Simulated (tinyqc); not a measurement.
From results back to parameters: two-dimensional electron gas with Rashba and Dresselhaus coupling. Five cases, with inputs chosen for the exercise.

Problem. For pure Rashba coupling above the band crossing, k_outer - k_inner = al m/c with c = hbar^2/2m0, and each branch holds k^2/(4 pi) electrons per area. Beating of Shubnikov-de Haas oscillations gives the two densities; those below come from a hidden al (1e11/cm^2 = 1e-5/angstrom^2).

Constants: hbar^2/2m0 = 3.80998211 eV angstrom^2.

Find: k_outer, k_inner; al.

Method. k = sqrt(4 pi n) for each branch, and al = c (k_outer - k_inner)/m.

Case 1.

Values chosen (out of a larger set: of the size met in InSb; not measured data): m = 0.0144 m0 (mass).

densities (1e11/cm^2): outer 7.869227, inner 7.130773

Solution.

k_outer, k_inner (1/angstrom): 0.03145  0.02993

al = 0.400 eV angstrom

Case 2.

Values chosen (out of a larger set: of the size met in InAs; not measured data): m = 0.0277 m0 (mass).

densities (1e11/cm^2): outer 5.235339, inner 4.464661

Solution.

k_outer, k_inner (1/angstrom): 0.02565  0.02369

al = 0.270 eV angstrom

Case 3.

Values chosen (out of a larger set: of the size met in InGaAs; not measured data): m = 0.0392 m0 (mass).

densities (1e11/cm^2): outer 2.363249, inner 2.036751

Solution.

k_outer, k_inner (1/angstrom): 0.01723  0.01600

al = 0.120 eV angstrom

Case 4.

Values chosen (out of a larger set: of the size met in InAs; not measured data): m = 0.0275 m0 (mass).

densities (1e11/cm^2): outer 3.445881, inner 2.454119

Solution.

k_outer, k_inner (1/angstrom): 0.02081  0.01756

al = 0.450 eV angstrom

Case 5.

Values chosen (out of a larger set: of the size met in InAs; not measured data): m = 0.0248 m0 (mass).

densities (1e11/cm^2): outer 1.921522, inner 1.278478

Solution.

k_outer, k_inner (1/angstrom): 0.01554  0.01268

al = 0.440 eV angstrom

Computed by tinyqc, one run a case: `OMP_NUM_THREADS=1 python tinyqc.py N N+1 out.jsonl` with N = 1481427, 1481439, 1481485, 1481508, 1481561; one thread of a shared Intel(R) Xeon(R) Processor @ 2.30GHz, about 0.01 s a run at most.
